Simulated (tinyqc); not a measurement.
# Ferroelectric hysteresis, discrete Preisach model: which history is remembered

16 bistable elements (j, k) switch to +1 when V reaches u_j and to -1 when V falls to -u_k, and keep their state between. P = Ps sum w_jk s_jk. All elements start at -1. No time dependence and no dielectric part.

w_jk is proportional to exp[-(a_j^2 + a_k^2 - 2 cr a_j a_k)/(2 (1 - cr^2))], a_j = (u_j - Vc)/sg, and the weights sum to one. Each row applies its voltages in turn to the starting state.

Inputs (values chosen for the exercise): saturation polarisation Ps = 13 uC/cm^2; mean coercive voltage Vc = 0.87 V; spread of the switching voltages sg = 0.65 V; list of the u_j up = [0.3, 0.9, 1.5, 2.1] V; correlation of up and down voltages cr = 0.8.

Final polarisation:
```
                          P (uC/cm^2)
+1.8 V                          11.28
+1.2, -0.6, +1.8 V              11.28
+1.8, -1.2 V                    -6.11
+1.8, -0.6, +0.6, -1.2 V        -6.11
+2.4, -1.2, +1.2 V              10.84
+1.2 V                           4.45
```

Rows 1 and 2 agree, and so do rows 3 and 4: a larger excursion wipes out the smaller ones before it. Rows 5 and 6 end at the same voltage yet differ by 6.39 uC/cm^2, because row 5 keeps elements set by the earlier full write that the negative pulse did not reach.

Numbers from tinyqc (`OMP_NUM_THREADS=1 python tinyqc.py 2860130 2860131 out.jsonl`; about 0.01 s on one thread of a shared Intel Xeon 2.30GHz).
